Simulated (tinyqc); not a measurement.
Arrhenius fit: deep-level transient spectroscopy (DLTS) of one majority-carrier trap. Computed by tinyqc, a small Python program. Command: `OMP_NUM_THREADS=1 python tinyqc.py 3007694 3007695 out.jsonl dlts walk`. One thread of a shared host (Intel(R) Xeon(R) Processor @ 2.30GHz), about 0.07 s of CPU time with the checks.

A filling pulse loads the traps in a one-sided junction; under reverse bias they empty at the rate e, and the capacitance relaxes as C(t) = C_0 - dC exp(-e t). The signal is S = [C(t_2) - C(t_1)]/dC.

Inputs (values chosen for the exercise, for a model semiconductor):
```
quantity                    value  unit
density-of-states mass m    0.593   m_0
valleys M                       1     -
trap depth E_t              0.485    eV
cross-section sigma_0     1.6e-16  cm^2
degeneracy ratio g              1     -
gate time t_1              0.0005     s
ratio t_2/t_1                  10     -
```

Carriers: holes. Extra term: none.

Constants: k_B = 8.617333262e-05 eV/K; k_B = 1.380649e-23 J/K; m_0 = 9.1093837015e-31 kg; h = 6.62607015e-34 J s.

Method:
- e = g sigma v N_b exp(-E/k_B T), v = sqrt(3 k_B T/m), N_b = 2 M (2 pi m k_B T/h^2)^(3/2), sigma = sigma_0, E = E_t.
- S(e) = exp(-e t_1) - exp(-e t_2) peaks at the rate window e_0 = ln(t_2/t_1)/(t_2 - t_1).
- t_1 is scaled by 0.1, 0.3, 1, 3, 10 and 30 at fixed t_2/t_1; each T_p by bisection.
- Least squares of ln(e_0/T_p^2) on 1/(k_B T_p): slope -E_a, intercept ln(gamma sigma_a) with gamma = v N_b/T^2 = sqrt(3 k_B/m) 2 M (2 pi m k_B/h^2)^(3/2). For comparison, the slope of ln e_0 alone.

Arrhenius data:
```
t_1 (s)  e_0 (1/s)  T_p (K)  1/(k_B T_p) (1/eV)  ln(e_0/T_p^2)
0.00005    5116.86  355.181             32.6721       -3.20496
0.00015    1705.62  334.519             34.6901       -4.18371
0.00050     511.69  314.348             36.9161       -5.26329
0.00150     170.56  297.864             38.9592       -6.25417
0.00500      51.17  281.595             41.2100       -7.34581
0.01500      17.06  268.166             43.2736       -8.34670
```

apparent depth E_a = 0.48500 eV

intercept = 12.641

gamma = 1.9311e+21 cm^-2 s^-1 K^-2

apparent cross-section = 1.6000e-16 cm^2

slope without T^2 = 0.53795 eV

What does the comparison show, and why?

The apparent depth is 0.4850 eV against E_t = 0.485 eV, and the apparent cross-section is 1.000 times sigma_0: both inputs are recovered. Leaving out the T^2 factor overstates the slope by 53 meV, about 2 k_B T_p.

Extremes, crossings and ranges named in words are read from the listed rows.
